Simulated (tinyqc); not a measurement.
# Ballistic Schottky-barrier transistor with a one-dimensional channel, WKB contacts, step by step

Program tinyqc, `OMP_NUM_THREADS=1 python tinyqc.py 2390149 2390150 out.jsonl`; Intel Xeon 2.30GHz, shared host, one thread, about 0.06 s. Printed values are rounded.

Source Fermi level 0, drain Fermi level -Vd. Far from the contacts Ec = pn - psi, and the gate moves psi one to one; the band edges relax as exp(-x/lam) from pn at the source and pn - Vd at the drain; Ev = Ec - Eg. A carrier of energy w inside the channel band meets at a contact a barrier of height D (the contact edge beyond the channel edge): T = 1 for w >= D, else exp(-S), S = 4 lam sqrt(m/C) [sqrt(D - w) - sqrt(w) arctan sqrt((D - w)/w)], C = hbar^2/(2 m0). The two contacts combine as Ts Td/(Ts + Td - Ts Td).

Values chosen for this exercise; channel values close to those of a silicon nanowire with silicide contacts:

| symbol | value | unit | meaning |
|---|---|---|---|
| T | 250 | K | temperature |
| Eg | 1.12 | eV | band gap |
| pn | 0.64 | eV | barrier for electrons at both contacts |
| mn | 0.2 | m0 | electron mass |
| mp | 0.25 | m0 | hole mass |
| g | 2 |  | valleys or subbands |
| lam | 2.1 | nm | screening length at the contacts |
| Vd | 0.7 | V | drain bias |
| ps | -0.44 | V | band shift psi of the channel by the gate |
| w0 | 0.45 | eV | energy of one carrier inside the channel band |
| wm | 1.3 | eV | upper end of the grid |
| nE | 17 |  | points of the grid |

Constants: q = 1.602176634e-19 C, kB = 1.380649e-23 J/K, hbar = 1.054571817e-34 J s, h = 6.62607015e-34 J s, m0 = 9.1093837015e-31 kg, Vt = kB T/q, hbar^2/(2 m0) = 0.0380998212 eV nm^2. Results are converted to the units shown.

Range of the model: No scattering, image-force lowering, channel charge or band-to-band tunnelling; parabolic kappa overstates S deep in the gap.

## Band edges and barriers

Electrons: Ds = psi, Dd = psi - Vd, Es = Ec, Ed = Ec + Vd. Holes: Ds = -psi, Dd = Vd - psi, Es = -Ev, Ed = -Ev - Vd. The size of each current is taken; both flow from drain to source and add.

Ec = 1.08 eV
Ev = -0.04 eV
D for electrons (eV): source -0.44000, drain -1.14000
D for holes (eV): source 0.44000, drain 1.14000

A negative D is no barrier. Here the holes carry the larger current.

## Transmission of one of the holes

S and T at both contacts for w = w0, and the tunnelling distance lam ln(D/w) at the higher barrier.

S at the source = 0
S at the drain = 5.00614
combined T = 0.00669673
tunnelling distance = 1.95203 nm

## Current of the holes on a coarse grid

I = g (2 q^2/h) int T(w) [f(Es + w) - f(Ed + w)] dw, f(y) = 1/(1 + exp(y/Vt)). Electrons: Ds = psi, Dd = psi - Vd, Es = Ec, Ed = Ec + Vd. Holes: Ds = -psi, Dd = Vd - psi, Es = -Ev, Ed = -Ev - Vd. The size of each current is taken; both flow from drain to source and add. Simpson's rule on nE equally spaced w from 0 to wm.

```
point   w (eV)          Ts           Td            T  size of the supply difference
0      0.00000  6.32894e-7  1.05302e-10  1.05284e-10                       0.864915
1      0.08125  0.00253388   7.06045e-7   7.05849e-7                       0.996418
2      0.16250   0.0341964   1.65850e-5   1.65772e-5                       0.999917
3      0.24375    0.171496   1.52229e-4   1.52118e-4                       0.999998
4      0.32500    0.489563   8.53710e-4   8.52951e-4                        1.00000
5      0.40625    0.900942   0.00347569   0.00347436                       0.999992
6      0.48750           1    0.0112148    0.0112148                       0.999667
7      0.56875           1    0.0301896    0.0301896                       0.985736
8      0.65000           1    0.0700462    0.0700462                       0.614005
9      0.73125           1     0.143126     0.143126                      0.0353220
10     0.81250           1     0.261237     0.261237                     8.42111e-4
11     0.89375           1     0.429620     0.429620                     1.93999e-5
12     0.97500           1     0.638691     0.638691                     4.46559e-7
13     1.05625           1     0.854560     0.854560                     1.02790e-8
14     1.13750           1     0.999213     0.999213                    2.36605e-10
15     1.21875           1            1            1                    5.44623e-12
16     1.30000           1            1            1                    1.25363e-13
```

current = 1.10973 uA

A converged quadrature gives 1.163 uA; this grid is 4.6 % below that. Under 0.001 % of it passes over both barriers, the rest tunnels. The other carrier adds 5.65e-22 uA.
